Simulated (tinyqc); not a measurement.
The integration grid: Kohn-Sham PBE on finer and finer grids in the sto-3g basis, for BeH+, spin multiplicity 1. Computed by the program tinyqc with PySCF. Self-consistent on each grid; the net force on the molecule should vanish.

Geometry (angstrom):

| atom | x | y | z |
|---|---|---|---|
| Be | 0.0000 | 0.0000 | 0.0000 |
| H | 0.0000 | 0.0000 | 1.4100 |

Kohn-Sham energy on Becke grids (radial x angular points per atom):

| grid | points | residual of the electron count | E (hartree) | E - finest (mhartree) | largest net force without grid terms (hartree/bohr) |
|---|---|---|---|---|---|
| 10 x 14 | 273 | 4.36e-02 | -14.76232 | -49.34246 | 2.51e-02 |
| 15 x 26 | 770 | -5.88e-04 | -14.70769 | 5.28208 | 1.88e-03 |
| 20 x 50 | 1987 | -8.91e-04 | -14.71270 | 0.27355 | 2.52e-03 |
| 30 x 86 | 5140 | -2.78e-04 | -14.71289 | 0.08133 | 2.46e-04 |
| 50 x 194 | 19367 | -2.07e-06 | -14.71297 | 0.00140 | 6.82e-06 |
| 75 x 302 | 45226 | 1.00e-07 | -14.71297 | -0.00010 | 1.44e-08 |
| 120 x 590 | 141412 | -5.54e-10 | -14.71297 | 0.00000 | 1.48e-09 |

What does the comparison show, and why?

The energy is within 0.1 mhartree of the finest grid first at 30 x 86. The error has both signs, since quadrature is not variational. The electron count and the net force are cheap signs of a poor grid.
